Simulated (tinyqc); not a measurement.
Kissinger analysis: growth of a silicide layer between metal and silicon: linear-parabolic kinetics, ramp anneals and Kissinger analysis. Computed by tinyqc, a small Python program. Command: `OMP_NUM_THREADS=1 python tinyqc.py 3017576 3017577 out.jsonl silicide walk`. One thread of a shared host (Intel(R) Xeon(R) Processor @ 2.30GHz), about 0.1 s of CPU time with the checks.

One compound layer of thickness x grows by diffusion through itself and reaction at an interface, dx/dt = 1/(2x/K + 1/v), until the metal is used up at x = a h.

Inputs (values chosen for the exercise, modelled on NiSi):
```
quantity,value,unit
metal thickness h,62,nm
silicide formed per metal thickness a,2.2,-
prefactor of the parabolic constant K,7.6e+13,nm^2/s
activation energy E of K,1.63,eV
prefactor of the interface velocity v,2.1e+13,nm/s
activation energy E_v,1.79,eV
```

Constants: k_B = 8.617333262e-05 eV/K.

Method:
- The silicide ends at the thickness a h.
- K = K0 exp(-E/(k_B T)), v = v0 exp(-E_v/(k_B T)).
- Temperatures in kelvin are T(C) + 273.15.
- Ramp from x = 0 at 100 C at the rate beta: dx/dT = (1/beta)/(2x/K + 1/v), integrated adaptively (tolerance 1e-9) until x = a h at T_f.
- Plot ln(beta/T_f^2) against 1/(k_B T_f), T_f in kelvin; minus the least-squares slope estimates the activation energy.

final thickness = 136.4 nm

Ramps:
```
beta (C/s),T_f (C),1/(k_B T_f) (1/eV),ln(beta/T_f^2)
0.03,394.47,17.382,-16.514
0.1,421.29,16.711,-15.389
0.3,447.71,16.098,-14.365
1,479.03,15.428,-13.246
3,510.06,14.817,-12.228
10,547.08,14.148,-11.117
30,583.98,13.539,-10.106
```

Kissinger energy = 1.6673 eV

What does the comparison show, and why?

A thousandfold faster ramp raises the completion temperature by only 190 C. The fit gives 1.667 eV, against E = 1.63 eV for diffusion and E_v = 1.79 eV for the interface: it lies 23 % of the way from E to E_v, as both steps resist. Caution: nucleation and competing phases are left out; disilicides such as CoSi2 and the low-resistance form of TiSi2 start by nucleation and follow this law at best in part.

Extremes, crossings and ranges named in words are read from the listed rows.
